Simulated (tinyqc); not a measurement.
Doping: the thermoelectric optimum: Boltzmann transport in a parabolic band with a power-law relaxation time.

F_j(eta) = (1/Gamma(j + 1)) integral_0^infinity x^j dx/(1 + exp(x - eta)), which tends to exp(eta) for eta << 0.

n = N F_1/2(eta) with N = 2 (m kB T/(4 pi c))^(3/2) with c = hbar^2/2m0, in 1/angstrom^3; times 1e24 for 1/cm^3, m = md.

tau = tau0 x^r with x = E/kT. With K_j = Gamma(j + 1) F_j(eta): <tau> = tau0 (r + 3/2) K_(r+1/2)/((3/2) K_(1/2)); mu = <tau>/(mc m0/e), m0/e = 5.685630e-12 kg/C; Hall factor rH = (3/2) K_(1/2) (2r + 3/2) K_(2r+1/2)/((r + 3/2) K_(r+1/2))^2; Seebeck S = -(kB/e) [(r + 5/2) K_(r+3/2)/((r + 3/2) K_(r+1/2)) - eta]; Lorenz number L = (kB/e)^2 [(r + 7/2) K_(r+5/2)/((r + 3/2) K_(r+1/2)) - ((r + 5/2) K_(r+3/2)/((r + 3/2) K_(r+1/2)))^2]; kB/e in V/K. Valley anisotropy is left out of rH.

Constants: hbar^2/2m0 = 3.80998211 eV angstrom^2; kB = 8.617333262e-05 eV/K.

Inputs chosen for the exercise (masses near those of Si; tau0 is set for a mobility of the usual size at this n, kL is a free input; freeze-out and phonon drag, which matter near 77 K, are left out; not measured data):
- md = 1.06 m0 (density-of-states mass)
- mc = 0.2592 m0 (conductivity mass)
- tau0 = 47 fs (tau at E = kT)
- r = 0.5 (exponent of tau)
- T = 77 K
- kL = 4.6 W/(m K) (lattice thermal conductivity)

tau0 is held fixed. sigma = e n mu with e = 1.602176634e-19 C; ZT = S^2 sigma T/(kL + L sigma T).

Results:

| n (1/cm^3) | eta | mu (cm^2/(V s)) | sigma (S/cm) | rH | S (microvolt/K) | L (1e-8) | S^2 sigma (mW/(m K^2)) | ZT |
|---|---|---|---|---|---|---|---|---|
| 4.0e+16 | -4.48 | 480 | 3.08 | 1.104 | -645 | 2.228 | 0.128 | 0.0021 |
| 1.0e+17 | -3.56 | 481 | 7.71 | 1.104 | -566 | 2.228 | 0.247 | 0.0041 |
| 4.0e+17 | -2.15 | 485 | 31.1 | 1.101 | -447 | 2.228 | 0.622 | 0.010 |
| 1.0e+18 | -1.17 | 493 | 79.1 | 1.096 | -369 | 2.228 | 1.07 | 0.018 |
| 2.0e+18 | -0.38 | 507 | 162 | 1.088 | -309 | 2.229 | 1.55 | 0.026 |
| 4.0e+18 | 0.51 | 531 | 341 | 1.076 | -251 | 2.233 | 2.15 | 0.036 |
| 9.0e+18 | 1.79 | 586 | 846 | 1.055 | -186 | 2.248 | 2.93 | 0.048 |
| 2.0e+19 | 3.58 | 685 | 2.19e+03 | 1.033 | -128 | 2.286 | 3.62 | 0.056 |
| 4.0e+19 | 5.92 | 819 | 5.25e+03 | 1.017 | -88 | 2.337 | 4.03 | 0.056 |
| 9.0e+19 | 10.33 | 1.04e+03 | 1.51e+04 | 1.007 | -53 | 2.393 | 4.27 | 0.045 |

|S| falls by 198 microvolt/K from the first to the third row (198 a decade in the non-degenerate range; holes, which count near the intrinsic density, and non-parabolicity are left out). The power factor still rises at the last row, because tau grows with the Fermi energy for this r; ZT is largest at 4e+19 1/cm^3 (eta = 5.92). mu changes by a factor 2.17 over the table and rH goes from 1.104 to 1.007. A real tau0 would fall with doping.

(tinyqc, `OMP_NUM_THREADS=1 python tinyqc.py 1681445 1681446 out.jsonl`, Intel(R) Xeon(R) Processor @ 2.30GHz, 1 thread, shared host, about 0.01 s.)
